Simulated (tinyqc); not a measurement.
CIS and TDHF on RHF in the sto-3g basis, for BeH+, spin multiplicity 1, step by step. One step of it, computed by the program tinyqc.

Task: TDHF (RPA) singlet states. B(ia,jb) = 2 (ia|jb) - (ib|ja); the squared energies are the eigenvalues of (A - B)(A + B); 1 hartree = 27.211386 eV.

CIS matrix A, singlet (hartree), lower triangle:
```
,1>3,1>4,1>5,1>6,2>3,2>4,2>5,2>6
1>3,4.261641
1>4,0.000000,4.335113
1>5,0.000000,0.000000,4.335113
1>6,-0.068899,0.000000,0.000000,4.744913
2>3,0.016378,0.000000,0.000000,0.018309,0.203056
2>4,0.000000,0.033360,0.000000,0.000000,0.000000,0.285486
2>5,0.000000,0.000000,0.033360,0.000000,0.000000,0.000000,0.285486
2>6,0.018852,0.000000,0.000000,0.007713,-0.045545,0.000000,0.000000,0.635152
```

Two-electron integrals over orbitals (pq|rs), unique and non-zero (hartree):
```
p,q,r,s,(pq|rs)
1,1,1,1,2.275563
2,1,1,1,-0.167278
2,1,2,1,0.020790
2,2,1,1,0.463693
2,2,2,1,0.000468
2,2,2,2,0.490671
3,1,1,1,-0.173254
3,1,2,1,0.016873
3,1,2,2,-0.015776
3,1,3,1,0.027095
3,2,1,1,0.057291
3,2,2,1,-0.005575
3,2,2,2,-0.067734
3,2,3,1,0.002208
3,2,3,2,0.047417
3,3,1,1,0.541379
3,3,2,1,-0.011962
3,3,2,2,0.321743
3,3,3,1,0.003419
3,3,3,2,0.033141
3,3,3,3,0.449013
4,1,4,1,0.015591
4,2,4,1,0.013683
4,2,4,2,0.043939
4,3,4,1,0.013919
4,3,4,2,0.032708
4,3,4,3,0.050384
4,4,1,1,0.569237
4,4,2,1,-0.005994
4,4,2,2,0.356695
4,4,3,1,-0.006100
4,4,3,2,0.028991
4,4,3,3,0.392291
4,4,4,4,0.449859
5,1,5,1,0.015591
5,2,5,1,0.013683
5,2,5,2,0.043939
5,3,5,1,0.013919
5,3,5,2,0.032708
5,3,5,3,0.050384
5,4,5,4,0.024249
5,5,1,1,0.569237
5,5,2,1,-0.005994
5,5,2,2,0.356695
5,5,3,1,-0.006100
5,5,3,2,0.028991
5,5,3,3,0.392291
5,5,4,4,0.401360
5,5,5,5,0.449859
6,1,1,1,0.093982
6,1,2,1,-0.015170
6,1,2,2,-0.009904
6,1,3,1,-0.003260
6,1,3,2,0.007492
6,1,3,3,0.016332
6,1,4,4,0.002237
6,1,5,5,0.002237
6,1,6,1,0.017264
6,2,1,1,-0.131732
6,2,2,1,0.001985
6,2,2,2,0.037582
6,2,3,1,0.007764
6,2,3,2,-0.050945
6,2,3,3,-0.021247
6,2,4,4,-0.064378
6,2,5,5,-0.064378
6,2,6,1,0.003264
6,2,6,2,0.121117
6,3,1,1,0.062380
6,3,2,1,-0.003324
6,3,2,2,-0.056344
6,3,3,1,0.005276
6,3,3,2,0.042060
6,3,3,3,0.055797
6,3,4,4,0.026601
6,3,5,5,0.026601
6,3,6,1,0.007116
6,3,6,2,-0.054498
6,3,6,3,0.058733
6,4,4,1,-0.008245
6,4,4,2,-0.027918
6,4,4,3,-0.011189
6,4,6,4,0.024220
6,5,5,1,-0.008245
6,5,5,2,-0.027918
6,5,5,3,-0.011189
6,5,6,5,0.024220
6,6,1,1,0.495244
6,6,2,1,-0.001184
6,6,2,2,0.493847
6,6,3,1,-0.014295
6,6,3,2,-0.069783
6,6,3,3,0.349097
6,6,4,4,0.360216
6,6,5,5,0.360216
6,6,6,1,-0.007316
6,6,6,2,0.067739
6,6,6,3,-0.059434
6,6,6,6,0.533499
```

Give: TDHF matrix B, singlet; squared energies w^2; TDHF energies from the positive w^2.

Result:

TDHF matrix B, singlet (hartree), lower triangle:
```
,1>3,1>4,1>5,1>6,2>3,2>4,2>5,2>6
1>3,0.0271
1>4,0.0000,0.0156
1>5,0.0000,0.0000,0.0156
1>6,-0.0033,0.0000,0.0000,0.0173
2>3,0.0022,0.0000,0.0000,0.0072,0.0474
2>4,0.0000,0.0137,0.0000,0.0000,0.0000,0.0439
2>5,0.0000,0.0000,0.0137,0.0000,0.0000,0.0000,0.0439
2>6,0.0080,0.0000,0.0000,0.0033,-0.0509,0.0000,0.0000,0.1211
```

squared energies w^2 (hartree^2): 0.0369  0.0794  0.0794  0.3896  18.0804  18.7950  18.7950  22.6058

TDHF energies from the positive w^2 (eV): 5.2270  7.6681  7.6681  16.9849  115.7056  117.9700  117.9700  129.3781
